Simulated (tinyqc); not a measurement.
Charge pumping in an n-channel transistor: two steps of the calculation.

The gate is pulsed from accumulation to inversion and back. Energies E are counted from the intrinsic level; Dit(E) = D0 [1 + b (2 E/Eg)^2]. During each edge the traps near the bands emit their carriers, and those between Eh and Ee recombine once a cycle.

Inputs (values chosen for the exercise); band and dielectric values close to those of silicon:
```
symbol,value,unit,meaning
T,200,K,temperature
Eg,1.12,eV,band gap
Nc,1.52e19,cm^-3,conduction-band density of states at 200 K
Nv,1.42e19,cm^-3,valence-band density of states at 200 K
A,0.1,um^2,gate area
D0,2.8e10,cm^-2 eV^-1,trap density at midgap
b,8.2,,rise of the trap density towards the band edges
sn,2.1e-15,cm^2,cross-section for electrons
sp,4.4e-16,cm^2,cross-section for holes
vth,1.1e7,cm/s,"thermal velocity at 200 K, one nominal value for electrons and holes"
dV,0.65,V,Vth - Vfb
Va,3.9,V,pulse height
f,13000,Hz,frequency
tr,12000,ns,rise time
tf,770,ns,fall time
```

Constants: q = 1.602176634e-19 C, kB = 1.380649e-23 J/K, Vt = kB T/q. Results are converted to the units shown.

Problem 1. Emission levels. ni = sqrt(Nc Nv) exp(-Eg/(2 Vt)), Eg in volts; emission times te = (dV/Va) tf and th = (dV/Va) tr; Ee = -Vt ln(vth sn ni te), Eh = +Vt ln(vth sp ni th).

Wanted: ni; te; th; Ee; Eh.

Solution 1.

ni = 1.1368e5 cm^-3
te = 128.33 ns
th = 2000.0 ns
Ee = 0.37590 eV
Eh = -0.35551 eV

The window covers 65.3 % of the gap.

Problem 2. Pumped charge and current. Nit = integral of Dit from Eh to Ee = D0 [Ee - Eh + 4 b (Ee^3 - Eh^3)/(3 Eg^2)], Qcp = q A Nit, Icp = f Qcp.

Ee = 0.37590390 eV
Eh = -0.35550920 eV

Find: Nit; mean Dit; traps pumped a cycle; Icp.

Solution 2.

Nit = 4.4408e10 cm^-2
mean Dit = 6.0715e10 cm^-2 eV^-1
traps pumped a cycle = 44.408
Icp = 0.092494 pA

Range of the model: The Fermi levels of inversion and accumulation are taken to lie beyond Ee and Eh, the flat tops to fill all traps, and no geometric current is added.

Numbers from tinyqc (`OMP_NUM_THREADS=1 python tinyqc.py 2030162 2030163 out.jsonl`; about 0.01 s on one thread of a shared Intel Xeon 2.30GHz).
